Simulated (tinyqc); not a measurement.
Ground states by the convex hull: cluster expansion of a binary alloy: correlations, fit, cross-validation and ground states. Computed by tinyqc, a small Python program. Command: `OMP_NUM_THREADS=1 python tinyqc.py 3029226 3029227 out.jsonl clex walk`. One thread of a shared host (Intel(R) Xeon(R) Processor @ 2.30GHz), about 0.1 s of CPU time with the checks.

s = +1 for A and -1 for B. Energy per site E = J0 + J1 P(point) + sum over clusters of m V P, with P the mean product of spins; V > 0 on a pair favours unlike neighbours. Clusters per site m: pair 1 6, pair 2 3, pair 3 12, triplet 8; the triplet is the triangle of first neighbours. Formation energies are counted from the line between pure A and pure B, which removes J0 and J1.

Inputs (values chosen for the exercise, for a model alloy):
```
quantity                    value      unit
first-pair interaction V1   -34.3       meV
second-pair interaction V2   -7.4       meV
third-pair interaction V3    -3.9       meV
triplet interaction Vt          4       meV
noise amplitude                12  meV/site
```

Lattice: fcc.

Method:
- Design matrix of formation energies: m (P - 1) for pairs and m (P(triplet) - P(point)) for the triplet; x = (1 - P(point))/2.
- Exact: X V with V = (V1, V2, V3, Vt). The data to fit add the noise amplitude times the normal numbers, standing for what the clusters leave out.
- Leave out pair 3: A = X^T X and b = X^T E (E being the data with noise) over these three columns; solve A V = b. The root-mean-square error runs over the structures between the pure ends.
- Height above the hull = E less the lowest straight line between two structures that bracket x (or the lowest structure at the same x). The three-term fit is X V with the fitted values.

correlations P, counted on periodic cells:
```
                      point    pair 1    pair 2    pair 3   triplet
A                   1.00000   1.00000   1.00000   1.00000   1.00000
A3B L1_2            0.50000   0.00000   1.00000   0.00000  -0.50000
A3B D0_22           0.50000   0.00000   0.66667   0.33333  -0.50000
A3B (001) layers    0.50000   0.33333   0.66667   0.00000   0.50000
A2B (001) layers    0.33333   0.11111   0.55556  -0.33333   0.33333
AB L1_0             0.00000  -0.33333   1.00000  -0.33333   0.00000
AB L1_1             0.00000   0.00000  -1.00000   0.00000   0.00000
A2B2 (001) layers   0.00000   0.33333   0.33333  -0.33333   0.00000
AB2 (001) layers   -0.33333   0.11111   0.55556  -0.33333  -0.33333
AB3 L1_2           -0.50000   0.00000   1.00000   0.00000   0.50000
AB3 D0_22          -0.50000   0.00000   0.66667   0.33333   0.50000
AB3 (001) layers   -0.50000   0.33333   0.66667   0.00000  -0.50000
B                  -1.00000   1.00000   1.00000   1.00000  -1.00000
```

standard normal numbers for the noise (0 for the pure ends): A 0.000, A3B L1_2 -0.391, A3B D0_22 -0.217, A3B (001) layers -0.053, A2B (001) layers 0.862, AB L1_0 -0.621, AB L1_1 -0.235, A2B2 (001) layers 0.154, AB2 (001) layers -0.749, AB3 L1_2 -0.442, AB3 D0_22 1.252, AB3 (001) layers 0.806, B 0.000

X:
```
                    pair 1   pair 2    pair 3  triplet
A                   0.0000   0.0000    0.0000   0.0000
A3B L1_2           -6.0000   0.0000  -12.0000  -8.0000
A3B D0_22          -6.0000  -1.0000   -8.0000  -8.0000
A3B (001) layers   -4.0000  -1.0000  -12.0000   0.0000
A2B (001) layers   -5.3333  -1.3333  -16.0000   0.0000
AB L1_0            -8.0000   0.0000  -16.0000   0.0000
AB L1_1            -6.0000  -6.0000  -12.0000   0.0000
A2B2 (001) layers  -4.0000  -2.0000  -16.0000   0.0000
AB2 (001) layers   -5.3333  -1.3333  -16.0000   0.0000
AB3 L1_2           -6.0000   0.0000  -12.0000   8.0000
AB3 D0_22          -6.0000  -1.0000   -8.0000   8.0000
AB3 (001) layers   -4.0000  -1.0000  -12.0000   0.0000
B                   0.0000   0.0000    0.0000   0.0000
```

fitted V1, V2, Vt (meV): -42.3845  -9.6217  4.5317

exact energies (meV/site): A 0.0, A3B L1_2 220.6, A3B D0_22 212.4, A3B (001) layers 191.4, A2B (001) layers 255.2, AB L1_0 336.8, AB L1_1 297.0, A2B2 (001) layers 214.4, AB2 (001) layers 255.2, AB3 L1_2 284.6, AB3 D0_22 276.4, AB3 (001) layers 191.4, B 0.0

Hull among these structures (meV/site):
```
structure               x  exact E  above hull  fitted E  above hull, fit
A                  0.0000      0.0         0.0      0.00             0.00
A3B L1_2           0.2500    220.6       220.6    218.05           218.05
A3B D0_22          0.2500    212.4       212.4    227.67           227.67
A3B (001) layers   0.2500    191.4       191.4    179.16           179.16
A2B (001) layers   0.3333    255.2       255.2    238.88           238.88
AB L1_0            0.5000    336.8       336.8    339.08           339.08
AB L1_1            0.5000    297.0       297.0    312.04           312.04
A2B2 (001) layers  0.5000    214.4       214.4    188.78           188.78
AB2 (001) layers   0.6667    255.2       255.2    238.88           238.88
AB3 L1_2           0.7500    284.6       284.6    290.56           290.56
AB3 D0_22          0.7500    276.4       276.4    300.18           300.18
AB3 (001) layers   0.7500    191.4       191.4    179.16           179.16
B                  1.0000      0.0         0.0      0.00             0.00
```

lowest exact formation energy = 0 meV/site

What does the comparison show, and why?

Only the pure ends are on the exact hull: at zero temperature the alloy separates. The fit finds the same set. A structure at zero height may lie on a tie line without being a vertex, and structures outside this list could lie lower.

Extremes, crossings and ranges named in words are read from the listed rows.
